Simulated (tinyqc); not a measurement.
From results back to parameters: Boltzmann transport in a parabolic band with a power-law relaxation time. Three cases, with inputs chosen for the exercise.

Problem. The Seebeck coefficient and the Hall density nH = n/rH are given; md is hidden (a Pisarenko analysis).

F_j(eta) = (1/Gamma(j + 1)) integral_0^infinity x^j dx/(1 + exp(x - eta)), which tends to exp(eta) for eta << 0.

n = N F_1/2(eta) with N = 2 (m kB T/(4 pi c))^(3/2) with c = hbar^2/2m0, in 1/angstrom^3; times 1e24 for 1/cm^3, m = md.

tau = tau0 x^r with x = E/kT. With K_j = Gamma(j + 1) F_j(eta): <tau> = tau0 (r + 3/2) K_(r+1/2)/((3/2) K_(1/2)); mu = <tau>/(mc m0/e), m0/e = 5.685630e-12 kg/C; Hall factor rH = (3/2) K_(1/2) (2r + 3/2) K_(2r+1/2)/((r + 3/2) K_(r+1/2))^2; Seebeck S = -(kB/e) [(r + 5/2) K_(r+3/2)/((r + 3/2) K_(r+1/2)) - eta]; Lorenz number L = (kB/e)^2 [(r + 7/2) K_(r+5/2)/((r + 3/2) K_(r+1/2)) - ((r + 5/2) K_(r+3/2)/((r + 3/2) K_(r+1/2)))^2]; kB/e in V/K. Valley anisotropy is left out of rH.

Constants: hbar^2/2m0 = 3.80998211 eV angstrom^2; kB = 8.617333262e-05 eV/K.

Case 1.

Values chosen (out of a larger set: masses near those of Ge; tau0 is set for a mobility of the usual size at this n, kL is a free input; freeze-out and phonon drag, which matter near 77 K, are left out; not measured data): r = 1.5 (exponent of tau); T = 300 K.

S = -480.163 microvolt/K
nH = 1.1185e+18 1/cm^3

Case 2.

Values chosen (out of a larger set: masses near those of Ge; tau0 is set for a mobility of the usual size at this n, kL is a free input; freeze-out and phonon drag, which matter near 77 K, are left out; not measured data): r = 0 (exponent of tau); T = 300 K.

S = -129.688 microvolt/K
nH = 3.7000e+19 1/cm^3

Case 3.

Values chosen (out of a larger set: masses near those of GaAs; tau0 is set for a mobility of the usual size at this n, kL is a free input; freeze-out and phonon drag, which matter near 77 K, are left out; not measured data): r = 0.5 (exponent of tau); T = 77 K.

S = -149.248 microvolt/K
nH = 2.3053e+17 1/cm^3

Find: eta; rH; n; md.

Solution. S depends on eta alone and |S| falls steadily with it; eta gives rH and so n, and N = n/F_1/2(eta) gives md from N proportional to md^(3/2).

Case 1.

eta = -1.52
rH = 1.877
n = 2.1e+18 1/cm^3
md = 0.553 m0

Case 2.

eta = 2.48
rH = 1.000
n = 3.7e+19 1/cm^3
md = 0.554 m0

Case 3.

eta = 2.81
rH = 1.041
n = 2.4e+17 1/cm^3
md = 0.068 m0

Computed by tinyqc, one run a case: `OMP_NUM_THREADS=1 python tinyqc.py N N+1 out.jsonl` with N = 1652529, 1652544, 1652558; one thread of a shared Intel(R) Xeon(R) Processor @ 2.30GHz, about 0.01 s a run at most.
